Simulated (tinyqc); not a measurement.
Band-to-band tunnelling across a p-n junction in a two-band chain: one step. WKB for the same field. Three cases, with inputs chosen for the exercise.

Problem. T = exp(-2 I/F), I = integral of q de across the gap. Continuum: q = sqrt(Eg^2/4 - e^2)/(t a), I = pi Eg^2/(8 t a). Lattice: q from the cosh formula, 12 Gauss-Legendre points in u with e = (Eg/2) sin(u), u from -pi/2 to pi/2. F in V/angstrom is the value in MV/cm over 100.

Sites alternate A at -Eg/2 and C at +Eg/2 with hopping -t; near the edges, with k counted from the zone boundary pi/a, E^2 = (Eg/2)^2 + (t a k)^2, so t = sqrt(c Eg/m)/a gives the mass m, c = hbar^2/2m0. In the gap cosh(q a) = 1 + (Eg^2/4 - e^2)/(2 t^2), e the energy from the local mid-gap. The potential is V0 = Eg + ov on the p side (left), 0 on the n side, and falls linearly over the 2N sites of the junction, V_j = V0 (1 - j/(2N + 1)), j = 1 to 2N, site 1 being A. E = Eg/2 + x ov. A half chain that ends on a site of level e1 with neighbour e2 has g = (1 + z)/(E - e1), z = exp(-/+ i k a) the root with Im g < 0, cos(k a) = (E - e1)(E - e2)/(2 t^2) - 1. S_L = t^2 g (ending on C, shifted by V0), S_R = t^2 g (starting on A). T = 4 Im(S_L) Im(S_R) |G_(1,2N)|^2.

Constants: hbar^2/2m0 = 3.80998211 eV angstrom^2.

Case 1.

Values chosen (gap and mass near those of GaAs; shifted at random, so the results belong to these values and not to a real crystal): Eg = 1.36 eV (gap); m = 0.0717 m0 (mass of electron and light hole); a = 6 angstrom (period (two sites)); ov = 0.4 eV (overlap: top of the valence band on the p side above the conduction edge on the n side).

F = 6.51852 MV/cm

Case 2.

Values chosen (gap and mass near those of GaSb; shifted at random, so the results belong to these values and not to a real crystal): Eg = 0.747 eV (gap); m = 0.0416 m0 (mass of electron and light hole); a = 6 angstrom (period (two sites)); ov = 0.1 eV (overlap: top of the valence band on the p side above the conduction edge on the n side).

F = 2.56667 MV/cm

Case 3.

Values chosen (gap and mass near those of Ge (direct gap); shifted at random, so the results belong to these values and not to a real crystal): Eg = 0.78 eV (gap); m = 0.042 m0 (mass of electron and light hole); a = 5 angstrom (period (two sites)); ov = 0.28 eV (overlap: top of the valence band on the p side above the conduction edge on the n side).

F = 4.71111 MV/cm

Give: I; T by WKB.

Solution.

Case 1.

I (eV/angstrom): continuum 0.085441, lattice 0.084839

T by WKB: continuum 0.0727, lattice 0.0741

The chain gives 0.1009, 1.363 times the lattice WKB value; the exponent is only 2.60, and reflections at the two kinks of the potential count.

Case 2.

I (eV/angstrom): continuum 0.026493, lattice 0.026432

T by WKB: continuum 0.1269, lattice 0.1275

The chain gives 0.1010, 0.792 times the lattice WKB value; the exponent is only 2.06, and reflections at the two kinks of the potential count.

Case 3.

I (eV/angstrom): continuum 0.028403, lattice 0.028356

T by WKB: continuum 0.2995, lattice 0.3001

The chain gives 0.3110, 1.037 times the lattice WKB value; the exponent is only 1.20, and reflections at the two kinks of the potential count.

Computed by tinyqc, one run a case: `OMP_NUM_THREADS=1 python tinyqc.py N N+1 out.jsonl` with N = 1480288, 1480921, 1480949; one thread of a shared Intel(R) Xeon(R) Processor @ 2.30GHz, about 0.01 s a run at most.
